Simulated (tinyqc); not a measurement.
From results back to parameters: Gamma, L and X subbands of a thin body with non-parabolic valleys. Five cases, with inputs chosen for the exercise.

Problem. Hard walls; each subband edge rises by e with e (1 + a e) = c (pi/t)^2/m_z, c = hbar^2/2m0. The thickness at which the Gamma and L edges cross was computed from a hidden bulk separation EL.

Constants: hbar^2/2m0 = 3.80998211 eV angstrom^2.

Case 1.

Values chosen (near those of a thin GaSb channel; shifted at random, so the results belong to these values and not to a real crystal): mG = 0.0394 m0 (Gamma mass); aG = 1.14 1/eV (Gamma non-parabolicity); mzL = 1.256 m0 (confinement mass of the lowest L group); aS = 0.58 1/eV (non-parabolicity of L and X).

crossing thickness = 107.039 angstrom

Case 2.

Values chosen (near those of a thin GaSb channel; shifted at random, so the results belong to these values and not to a real crystal): mG = 0.0387 m0 (Gamma mass); aG = 1.12 1/eV (Gamma non-parabolicity); mzL = 0.1417 m0 (confinement mass of the lowest L group); aS = 0.36 1/eV (non-parabolicity of L and X).

crossing thickness = 103.934 angstrom

Case 3.

Values chosen (near those of a thin GaAs channel; shifted at random, so the results belong to these values and not to a real crystal): mG = 0.0668 m0 (Gamma mass); aG = 0.57 1/eV (Gamma non-parabolicity); mzL = 0.1104 m0 (confinement mass of the lowest L group); aS = 0.66 1/eV (non-parabolicity of L and X).

crossing thickness = 23.273 angstrom

Case 4.

Values chosen (near those of a thin InP channel; shifted at random, so the results belong to these values and not to a real crystal): mG = 0.0808 m0 (Gamma mass); aG = 0.6 1/eV (Gamma non-parabolicity); mzL = 0.1498 m0 (confinement mass of the lowest L group); aS = 0.7 1/eV (non-parabolicity of L and X).

crossing thickness = 12.710 angstrom

Case 5.

Values chosen (near those of a thin GaAs channel; shifted at random, so the results belong to these values and not to a real crystal): mG = 0.0672 m0 (Gamma mass); aG = 0.57 1/eV (Gamma non-parabolicity); mzL = 0.106 m0 (confinement mass of the lowest L group); aS = 0.36 1/eV (non-parabolicity of L and X).

crossing thickness = 13.682 angstrom

Find: rise of Gamma; rise of L; EL.

Solution. At the crossing the rise of Gamma equals EL plus the rise of L.

Case 1.

rise of Gamma = 0.077 eV
rise of L = 0.003 eV
EL = 0.074 eV

Case 2.

rise of Gamma = 0.082 eV
rise of L = 0.024 eV
EL = 0.058 eV

Case 3.

rise of Gamma = 0.733 eV
rise of L = 0.478 eV
EL = 0.255 eV

Case 4.

rise of Gamma = 1.511 eV
rise of L = 0.938 eV
EL = 0.573 eV

Case 5.

rise of Gamma = 1.575 eV
rise of L = 1.293 eV
EL = 0.282 eV

Computed by tinyqc, one run a case: `OMP_NUM_THREADS=1 python tinyqc.py N N+1 out.jsonl` with N = 1281027, 1281048, 1281101, 1281109, 1281121; one thread of a shared Intel(R) Xeon(R) Processor @ 2.30GHz, about 0.05 s a run at most.
